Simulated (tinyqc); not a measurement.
Worked calculation: classical Heisenberg spin chain: exact results, Metropolis, heat-bath and over-relaxation steps, and a Monte Carlo run. Computed by tinyqc, a small Python program that keeps every step. Command: `OMP_NUM_THREADS=1 python tinyqc.py 3130002 3130003 out.jsonl heismc walk`. One thread of a shared host (Intel(R) Xeon(R) Processor @ 2.30GHz), about 0.2 s of CPU time with the checks. Intermediate numbers are printed to about 6 digits and carried at full precision; extremes and crossings named in words are read from the listed rows.

E = -J sum_i s_i . s_(i+1) for unit vectors s_i on an open chain; K = J/(k_B T).

Inputs (values chosen for the exercise, for a model chain of large moments):
```
quantity                     value  unit
coupling J                     -38   meV
temperature T                 88.6     K
moment mu                        4  mu_B
length N of the open chain       8     -
seed                        890842     -
```

Update: heat bath.

Constants: k_B = 8.617333262e-05 eV/K; mu_B = 5.7883818060e-05 eV/T.

## Exact results

Each bond angle is independent, so u = <s_i . s_(i+1)> = coth K - 1/K, <s_i . s_(i+n)> = u^n, correlation length xi = -1/ln|u|, energy per bond -J u, heat capacity per bond c/k_B = 1 - K^2/sinh^2 K, and for the long chain chi = mu^2 (1 + u)/(3 k_B T (1 - u)) per spin.

K = -4.97711

u = -0.799175

xi = 4.46080 sites

energy per bond = -30.3687 meV

heat capacity = 0.995290 k_B/bond

chi over the Curie value = 0.111621

chi = 0.00451329 mu_B/T per spin

For |K| >> 1, |u| = 1 - 1/|K| and xi = |K| - 1/2 = 4.48: the chain orders only at T = 0, and c tends to k_B, not to zero, a failure of classical spins.

## Finite chain

For N spins, <|sum s|^2>/N = (1 + u)/(1 - u) - 2 u (1 - u^N)/(N (1 - u)^2); the long chain has (1 + u)/(1 - u), chi over the Curie value, and the difference is relative to it.

<|sum s|^2>/N = 0.163072

difference from the long chain = 46.0948 %

## Four single-spin steps

four neighbouring spins (rows; components x, y, z):
```
         1        2        3
1   0.6071  -0.3736  -0.7013
2  -0.6675   0.7094  -0.2263
3  -0.1161  -0.4322   0.8943
4  -0.9764   0.2089   0.0543
```

random numbers, one row a step:
```
        1       2       3
1  0.8859  0.8996  0.7652
2  0.6554  0.0806  0.9561
3  0.8465  0.6511  0.8917
4  0.0982  0.9717  0.1868
```

The given spins are first normalised. Spins 2 and 3 are updated in turn, with h = K (sum of the two neighbours). Heat bath: cos(theta) = 1 + ln(1 - r1 (1 - exp(-2 |h|)))/|h| about n = h/|h|, azimuth 2 pi r2 = phi in the frame a = n x z/|n x z|, b = n x a: s = n cos(theta) + sin(theta)(a cos(phi) + b sin(phi)); r1, r2 are the first two numbers of the row.

Steps:
```
spin      |h|  h . s before  h . s after       move          x          y          z
2     4.79364       4.69362      2.62350  heat bath   0.246681   0.894027   0.373985
3     6.91875       0.04453      5.85338  heat bath   0.011324  -0.862058  -0.506682
2     9.13482       6.98752      7.26077  heat bath  -0.438407   0.086630   0.894592
3     8.60550       3.74069      8.50213  heat bath   0.792045  -0.320817  -0.519365
```

## A run and its error bars

From the ordered state (alternating for J < 0), with each spin drawn from exp(h . s), h = K x sum of neighbours, 200 sweeps are discarded and 1600 recorded (even and odd sites in turn; random numbers not printed, so these rows are one sample). Errors are the scatter of block means over sqrt(number of blocks).

Blocking:
```
block length  mean bond product       error  <|sum s|^2>/N       error
1                     -0.799342  0.00183242       0.159368  0.00328930
4                     -0.799342  0.00217385       0.159368  0.00341217
16                    -0.799342  0.00231094       0.159368  0.00380916
40                    -0.799342  0.00247149       0.159368  0.00386052
80                    -0.799342  0.00209555       0.159368  0.00435165
```

With blocks of 40 the bond product is 0.1 error bars from the exact u = -0.7992, and <|sum s|^2>/N is 1.0 from the exact 0.163. Blocking to 40 changes the two errors by factors 1.3 and 1.2.

Checks made by the program: c against a difference of the energy (relative difference 5e-10).
